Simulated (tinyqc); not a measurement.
# Junction parameters from two forward currents

Inverse problem. D(v) = J1 (exp(v/Vt) - 1) + J2 (exp(v/(2 Vt)) - 1). Find J1, J2 and the voltage 2 Vt ln(J2/J1) near which both parts are equal.

Parameters, values chosen for the exercise:

| symbol | value | unit | meaning |
|---|---|---|---|
| T | 358 | K | temperature |

Constants: q = 1.602176634e-19 C, kB = 1.380649e-23 J/K, Vt = kB T/q. Results are converted to the units shown.

junction voltages (V): [0.31, 0.65]
currents (uA/um): [9.8418305e-6, 0.0038297774]

Answer. The current is linear in J1 and J2, so two points give two equations.

J1 = 9.80e-13 uA/um
J2 = 6.50e-8 uA/um
crossover = 0.685 V

Numbers from tinyqc (`OMP_NUM_THREADS=1 python tinyqc.py 2182251 2182252 out.jsonl`; about 0.2 s on one thread of a shared Intel Xeon 2.30GHz).
